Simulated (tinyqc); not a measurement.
# Silicon n-p-n transistor, Gummel numbers and transit times: two studies

One-dimensional n-p-n transistor in the forward active mode at low injection. In the base p(x) = NB exp(-eta x/wb) and ni(x)^2 = ni^2 exp((g0 + g1 x/wb)/Vt); electrons leave the base at vsat; band spikes at the emitter junction and recombination inside the emitter are ignored.

Parameters, values chosen for the exercise; band and dielectric values close to those of silicon:
- T = 300 K (temperature)
- Eg = 1.13 eV (band gap)
- eps_r = 11.6 (relative permittivity)
- Nc = 2.79e19 cm^-3 (conduction-band density of states at T)
- Nv = 2.63e19 cm^-3 (valence-band density of states at T)
- vsat = 1.01e7 cm/s (saturation velocity)
- wb = 280 nm (neutral base width)
- NB = 1.1e18 cm^-3 (base doping at the emitter edge)
- eta = 0 (doping falls as exp(-eta x/wb))
- g0 = 0 eV (gap reduction at the emitter edge of the base)
- g1 = 0 eV (further gap reduction across the base (linear))
- Dn = 5.8 cm^2/s (electron diffusion coefficient in the base)
- NE = 1.7e20 cm^-3 (emitter doping)
- gE = 0.063 eV (gap reduction in the emitter (negative: wider gap))
- we = 170 nm (neutral emitter width)
- Dp = 0.89 cm^2/s (hole diffusion coefficient in the emitter)
- Se = 5e6 cm/s (recombination velocity at the emitter contact)
- tb = 2e-7 s (electron lifetime in the base)
- NC = 1.7e16 cm^-3 (collector doping)
- VCB = 1 V (collector-base reverse bias)
- Cj = 1.6 fF/um^2 (emitter junction capacitance)
- Rc = 7.1 ohm um^2 (emitter plus collector resistance)
- mp = 130 cm^2/(V s) (hole mobility in the base)

Constants: q = 1.602176634e-19 C, kB = 1.380649e-23 J/K, Vt = kB T/q, eps0 = 8.8541878128e-14 F/cm where lengths are in cm. Results are converted to the units shown.

Each table varies one quantity; the others keep the values above.

## Cut-off frequency against collector current

f(x) = p(x) ni^2/ni(x)^2; I(x) = integral from x to wb of f/Dn, plus f(wb)/vsat; base Gummel number GB = I(0); electron density per unit flux n/(J/q) = I/f; base transit time tauB = integral of I/f over the base. ni = sqrt(Nc Nv) exp(-Eg/(2 Vt)), Eg in volts; JC = J0 exp(VBE/Vt), J0 = q ni^2/GB; collector layer one-sided, Wc = sqrt(2 eps0 eps_r (Vbc + VCB)/(q NC)), Vbc = Vt ln(NB exp(-eta) NC/ni^2), Cjc = eps0 eps_r/Wc, tauC = Wc/(2 vsat). Delay 1/(2 pi fT) = tauE + tauB + tauC + tauR with tauE = Vt (Cj + Cjc)/JC and tauR = Rc Cjc. Charge stored in the emitter is left out. The Kirk effect, also left out, sets in near JC = q NC vsat. n(0) = (JC/q) I(0)/f(0).

The same in every row: tauB (ps) = 70.36; tauC (ps) = 1.852; tauR (ps) = 0.001949.

Results:
```
JC (mA/um^2)  VBE (V)  tauE (ps)  fT (GHz)  JC/(q NC vsat)   n(0)/NB
0.0006         0.7991      80.77     1.040        0.002181  0.001677
0.0012         0.8171      40.38     1.414        0.004362  0.003354
0.0025         0.8360      19.38     1.738        0.009088  0.006988
0.0051         0.8545      9.502     1.948         0.01854   0.01426
0.01           0.8719      4.846     2.065         0.03635   0.02795
0.021          0.8911      2.308     2.136         0.07634   0.05870
0.088          0.9281     0.5507     2.187          0.3199    0.2460
0.18           0.9466     0.2692     2.196          0.6543    0.5032
```

Estimate the missing row, JC = 0.043 mA/um^2.

Computed row:
```
JC (mA/um^2)  VBE (V)  tauE (ps)  fT (GHz)  JC/(q NC vsat)  n(0)/NB
0.043          0.9096      1.127     2.170          0.1563   0.1202
```

With this row back in the table: fT rises from 1.04 to 2.20 GHz as the charging time falls as 1/JC; its limit for vanishing tauE is 2.20 GHz, of which the largest delay is tauB (97.4 %). tauE equals the other delays together at JC = 6.71e-4 mA/um^2. For JC = 0.18 JC nears or passes q NC vsat, where base push-out would lower fT. For JC = 0.088, 0.18 the electron density at the emitter edge exceeds a fifth of NB, beyond low injection.

## Effect of the neutral base width

ni = sqrt(Nc Nv) exp(-Eg/(2 Vt)), Eg in volts; GE = NE exp(-gE/Vt)(we/Dp + 1/Se); JC = J0 exp(VBE/Vt), J0 = q ni^2/GB; gain limited by back injection GE/GB, by base recombination tb/tauB, together 1/beta = the sum of the inverses; collector layer one-sided, Wc = sqrt(2 eps0 eps_r (Vbc + VCB)/(q NC)), Vbc = Vt ln(p(wb) NC/ni^2), Cjc = eps0 eps_r/Wc; Early voltage VA = GB q p(wb)/(f(wb) Cjc [1/Dn - (eta + g1/Vt)/(wb vsat)]), f(wb) = p(wb) exp(-(g0 + g1)/Vt), p(wb) = NB exp(-eta); tauC = Wc/(2 vsat). Peak fT here means 1/(2 pi (tauB + tauC + Rc Cjc)); base sheet resistance 1/(q mp times the integral of p).

The same in every row: tauC (ps) = 1.852.

Effect of the neutral base width:
```
wb (nm)  GB (s/cm^4)  GE/GB  tb/tauB   beta  VA (V)  tauB (ps)  peak fT (GHz)  base sheet resistance (kohm)
70          1.436e12  199.7  4.067e4  198.7   48.63      4.917          23.50                         6.235
100         2.005e12  143.0  2.081e4  142.1   67.90      9.611          13.88                         4.365
150         2.954e12  97.12     9578  96.14   100.0      20.88          7.000                         2.910
230         4.471e12  64.16     4177  63.19   151.4      47.88          3.200                         1.898
340         6.557e12  43.75     1941  42.78   222.0      103.0          1.518                         1.284
510         9.781e12  29.33    872.3  28.37   331.1      229.3         0.6886                        0.8558
750         1.433e13  20.01    406.2  19.07   485.2      492.3         0.3220                        0.5820
1100        2.097e13  13.68    189.8  12.76   710.0       1054         0.1507                        0.3968
```

As wb goes from 70 to 1100, beta falls from 199 to 12.8, VA rises from 48.6 to 710 V, the peak fT falls from 23.5 to 0.151 GHz and the base sheet resistance falls from 6.24 to 0.397 kohm. The product beta VA changes by a factor of 0.937. Back injection limits the gain in every row. tauB goes as wb^(1.95), between the 2 of diffusion and the 1 of the exit-velocity term.

Range of the model: Heavy doping makes emitter or base degenerate; gE and g0 are to be read as apparent gap changes that include this.

Program tinyqc, `OMP_NUM_THREADS=1 python tinyqc.py 2320012 2320013 out.jsonl`; Intel Xeon 2.30GHz, shared host, one thread, about 0.01 s.
